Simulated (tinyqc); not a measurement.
Dopants and charged point defects at anneal temperature: Fermi-level effect, clustering and pairing: one step, computed by the program tinyqc.

Boltzmann statistics and full ionisation of active dopants. Energies are counted from the valence band; the defect (a vacancy or self-interstitial) has five charge states, with all degeneracy factors one.

Task: Active and clustered dopant. n = A/2 + sqrt(A^2/4 + n_i^2) for an active density A. k ionised dopants and k carriers form one neutral cluster: C = N_s (A/N_s)^k (n/N_b)^k exp(E_b/k_B T), N_b the effective density of states of the majority band, and N = A + k C (60 bisections in ln A between ln N - 90 and ln N).

Inputs (values chosen for the exercise, for a model semiconductor): anneal temperature T = 1450 K; total dopant density N = 4.8e+19 cm^-3; site density N_s = 4.6e+22 cm^-3; dopant atoms per cluster k = 4; cluster binding energy E_b = 2.43 eV.

Dopant: donor. Second part: clustering of the dopant.

E_g = 3.175971 eV

k_B T = 0.1249513 eV

n_i = 1.337481e+15 cm^-3

E_i = 1.649939 eV

effective density of states N_b of the majority band = 2.693590e+20 cm^-3

Give: active density A; clusters C; active share.

Result:

active density A = 4.794e+19 cm^-3

clusters C = 1.520e+16 cm^-3

active share = 0.9987

Nearly all the dopant is active.
